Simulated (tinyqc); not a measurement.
Worked calculation: CISD on RHF in the 3-21g basis, for H2, spin multiplicity 1. One step of it, computed by the program tinyqc.

Question. CISD: roots. Diagonalise (each vector has its largest component positive (the first on a tie)); all determinants have Ms = 0, so triplets appear too. The lowest singlet root is the correlation energy.

Occupation strings over the orbitals (2 doubly, a alpha, b beta, 0 empty; spin orbitals ordered 1a 1b 2a 2b ...): 2000 ab00 a0b0 a00b ba00 b0a0 b00a 0200 0ab0 0a0b 0ba0 0020 00ab 0b0a 00ba 0002

H - E(HF) between determinants (hartree), lower triangle:
```
           2000       ab00       a0b0       a00b       ba00       b0a0       b00a       0200
2000   0.000000
ab00   0.000000   0.300763
a0b0   0.000000   0.000000   1.213146
a00b   0.000000   0.050502   0.000000   1.260942
ba00   0.000000  -0.127998   0.000000   0.076269   0.300763
b0a0   0.000000   0.000000  -0.085493   0.000000   0.000000   1.213146
b00a   0.000000   0.076269   0.000000  -0.093199   0.050502   0.000000   1.260942
0200   0.127998   0.000000   0.035889   0.000000   0.000000  -0.035889   0.000000   0.655881
0ab0   0.000000   0.035889   0.000000  -0.146353   0.034210   0.000000   0.080929   0.000000
0a0b  -0.076269   0.000000  -0.146353   0.000000   0.000000   0.063266   0.000000   0.095234
0ba0   0.000000   0.034210   0.000000   0.080929   0.035889   0.000000  -0.146353   0.000000
0020   0.085493   0.000000   0.010834   0.000000   0.000000  -0.010834   0.000000   0.049566
00ab   0.000000  -0.080929   0.000000   0.040060   0.063266   0.000000  -0.122530   0.000000
0b0a   0.076269   0.000000   0.063266   0.000000   0.000000  -0.146353   0.000000  -0.095234
00ba   0.000000   0.063266   0.000000  -0.122530  -0.080929   0.000000   0.040060   0.000000
0002   0.093199   0.000000   0.122530   0.000000   0.000000  -0.122530   0.000000   0.086948

           0ab0       0a0b       0ba0      0020       00ab       0b0a      00ba      0002
0ab0   1.525787
0a0b   0.000000   1.572391
0ba0  -0.049566   0.000000   1.525787
0020   0.000000  -0.070812   0.000000  2.460871
00ab  -0.070812   0.000000  -0.043480  0.000000   2.512806
0b0a   0.000000  -0.086948   0.000000  0.070812   0.000000   1.572391
00ba  -0.043480   0.000000  -0.070812  0.000000  -0.209968   0.000000  2.512806
0002   0.000000   0.022074   0.000000  0.209968   0.000000  -0.022074  0.000000  2.581117
```

Give: lowest roots of this matrix, relative to E(HF); lowest vectors; <S^2> of these roots; weight of the ground state by excitation level 0, 1, 2, ....

Answer.

lowest roots of this matrix, relative to E(HF) (hartree): -0.039  0.152  0.419  0.653  1.109  1.164  1.195  1.202

lowest vectors:
```
      root 1  root 2  root 3  root 4
2000   0.977   0.000   0.000   0.200
ab00   0.000   0.700   0.706   0.000
a0b0   0.017   0.000   0.000  -0.076
a00b   0.000  -0.090   0.013   0.000
ba00   0.000   0.700  -0.706   0.000
b0a0  -0.017   0.000   0.000   0.076
b00a   0.000  -0.090  -0.013   0.000
0200  -0.192   0.000   0.000   0.963
0ab0   0.000  -0.042   0.002   0.000
0a0b   0.056   0.000   0.000  -0.094
0ba0   0.000  -0.042  -0.002   0.000
0020  -0.024   0.000   0.000  -0.038
00ab   0.000   0.000   0.043   0.000
0b0a  -0.056   0.000   0.000   0.094
00ba   0.000   0.000  -0.043   0.000
0002  -0.029   0.000   0.000  -0.037
```

<S^2> of these roots: 0.000  2.000  0.000  0.000  2.000  2.000  0.000  0.000

weight of the ground state by excitation level 0, 1, 2, ...: 0.955  0.001  0.045
